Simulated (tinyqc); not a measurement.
A barrier in a uniform field, exact transmission by Airy functions: two steps of the calculation.

The left lead has its band edge at 0, the barrier edge falls as U(x) = U0 - F x with F = V/d for 0 < x < d, and the right lead has its edge at -V. No transverse momentum; C = hbar^2/(2 m0); psi and psi'/m are continuous. M carries (psi, psi'/m) across the barrier.

Parameters, values chosen for the exercise; masses and offsets close to those of GaN wells and AlGaN barriers:

| symbol | value | unit | meaning |
|---|---|---|---|
| mL | 0.19 | m0 | mass in the left lead |
| U0 | 0.6 | eV | barrier edge at x = 0 |
| m1 | 0.27 | m0 | mass in the barrier |
| E | 0.297 | eV | electron energy |
| d | 3 | nm | barrier width |
| V | 0.13 | V | voltage across the barrier |
| mR | 0.19 | m0 | mass in the right lead |

Constants: q = 1.602176634e-19 C, hbar = 1.054571817e-34 J s, m0 = 9.1093837015e-31 kg, hbar^2/(2 m0) = 0.0380998212 eV nm^2. Results are converted to the units shown.

Problem 1. Scaled variables. Energy scale e = (C F^2/m1)^(1/3), z(x) = (U(x) - E)/e, s = (dz/dx)/m1 = -F/(e m1); v = k/m in a lead. vL = sqrt(mL E/C)/mL, vR = sqrt(mR (E + V)/C)/mR.

Give: F; e; z1; z2; s; vL; vR.

Solution 1.

F = 0.043333 V/nm
e = 0.064229 eV
z1 = 4.7175
z2 = 2.6935
s = -2.4988 1/nm
vL = 6.4053 1/nm
vR = 7.6803 1/nm

Both z are positive: the whole barrier is forbidden.

Problem 2. Transmission, exact and WKB. With M acting on (psi, psi'/m) and v = k/m in each lead, T(E) = 4 vL vR/[(vL vR M12 - M21)^2 + (vR M11 + vL M22)^2]. WKB: exp(-S), S = (4/(3 F)) sqrt(m1/C) [max(U0 - E, 0)^1.5 - max(U0 - F d - E, 0)^1.5].

M (M12 in nm, M21 in 1/nm):
```
           1          2
1  26.984396  5.1011463
2  116.13804  21.991863
```

vL = 6.4053071 1/nm
vR = 7.6802555 1/nm

Give: T(E); S; exp(-S); ratio T(E)/exp(-S).

Solution 2.

T(E) = 0.001412
S = 7.768
exp(-S) = 4.232e-4
ratio T(E)/exp(-S) = 3.337

Range of the model: Masses are held fixed, although real bands cease to be parabolic a few tenths of an eV from their edges.

Computed by the program tinyqc: `OMP_NUM_THREADS=1 python tinyqc.py 2580104 2580105 out.jsonl`, one thread of a shared Intel Xeon 2.30GHz, about 0.01 s for the whole run.
